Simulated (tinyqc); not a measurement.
Composition and strain of an epitaxial Si(1-x)Ge(x) layer from Raman and X-ray peaks: one step, computed by the program tinyqc. Command: `OMP_NUM_THREADS=1 python tinyqc.py 3027075 3027076 out.jsonl epiraman walk`. One thread of a shared host (Intel(R) Xeon(R) Processor @ 2.30GHz), about 0.01 s of CPU time with the checks.

A (001) layer, biaxially strained in the plane. The Raman peaks follow empirical lines omega = w0 + c1 x + c3 x^3 + b eps (c3 for Si-Ge alone), with eps the in-plane strain.

Question. Lattice constants and strain. Relaxed lattice constant a(x) = a_Si + (a_Ge - a_Si) x - B x (1 - x). In-plane constant a_par = a_sub + R (a(x) - a_sub); eps = a_par/a(x) - 1; eps_perp = -(2 C12/C11) eps with 2 C12/C11 linear in x; a_perp = a(x) (1 + eps_perp). The buffer has a_sub = a(y).

Inputs (values chosen for the exercise, modelled on silicon-germanium): Ge fraction x = 0.74; degree of relaxation R = 0.9; Ge fraction y of the buffer = 0.86; lattice constant of Si = 5.431 angstrom; lattice constant of Ge = 5.658 angstrom; bowing B = 0.026 angstrom; 2 C12/C11 of Si = 0.771; 2 C12/C11 of Ge = 0.757.

Substrate: relaxed alloy buffer.

Give: relaxed constant a(x); substrate constant a_sub; a_par; in-plane strain eps; strain along the normal; a_perp.

Answer.

relaxed constant a(x) = 5.594 angstrom

substrate constant a_sub = 5.623 angstrom

a_par = 5.597 angstrom

in-plane strain eps = 0.5204 per mille

strain along the normal = -0.3958 per mille

a_perp = 5.592 angstrom

The layer is under tension in the plane and is shortened along the normal.
